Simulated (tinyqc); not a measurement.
# Worked calculation: read current of a NAND string, cells in series solved by shooting

tinyqc, about 0.9 s, one thread, Intel Xeon 2.30GHz (shared host): `OMP_NUM_THREADS=1 python tinyqc.py 2142183 2142184 out.jsonl` Printed values are rounded.

Cells in series, numbered from 0 at the source line (0 V) to the bit line, each followed by a gap resistance Rg. A cell with gate Vg, threshold VT, source Vs and drain Vd passes I = 2 nf K Vt^2 [F(Vs) - F(Vd)]/(1 + th max(Vg - VT, 0)), F(V) = ln^2(1 + exp((Vg - VT - nf V)/(2 nf Vt))). The selected cell has Vg = Vr, the others Vg = Vp.

Inputs (values chosen for the exercise); values of the order met in vertical NAND strings:
```
symbol,value,unit,meaning
T,300,K,temperature
K,29,uA/V^2,gain factor of a cell
nf,1.5,,slope factor
th,0.1,1/V,mobility reduction factor
Rg,1.8,kohm,resistance of the gap between cells
Vbl,0.5,V,bit-line voltage
Vp,6.9,V,pass voltage
Vr,2.17,V,read voltage on the selected word line
```

Constants: q = 1.602176634e-19 C, kB = 1.380649e-23 J/K, Vt = kB T/q. Results are converted to the units shown.

## Step 1: node voltages for a trial current

first trial current = 3.2 uA
thresholds from the source end, cell 0 to 5 (V): 3  -1.9  -1.9  0.4  -1.9  3

For a trial current I start at 0 V and, cell by cell (the selected one is cell 3), solve for the drain: sqrt(F(Vd)) = sqrt(F(Vs) - I/k), k = 2 nf K Vt^2/(1 + th max(Vg - VT, 0)), Vd = [Vg - VT - 2 nf Vt ln(exp(sqrt F) - 1)]/nf, then add I Rg.

node voltage after each cell and gap, trial 1, cell 0 to 5 (V): 0.04539006  0.07495621  0.1046444  0.1941846  0.2243778  0.2735776

## Step 2: node voltages for a trial current

second trial current = 5.1 uA

As before.

node voltage after each cell and gap, trial 2, cell 0 to 5 (V): 0.07263334  0.1199806  0.1676444  0.3238028  0.3728918  0.4564887

## Course of the secant iteration

Secant steps on the end voltage less Vbl, from the two trials; a trial above the saturation current of a cell has no solution and is moved halfway to the previous trial. Stop below 1e-9 V.

Course of the iteration:
```
iteration	I (uA)	end voltage - Vbl (V)	halvings
1	5.551977	3.16e-3	0
2	5.521359	-4.55e-5	0
3	5.521793	-4.78e-8	0
4	5.521793	7.25e-13	0
```

Converged in 4 iterations to I = 5.5218 uA. The selected cell takes 32.6 % of the bit-line voltage and the gaps together 11.9 %.
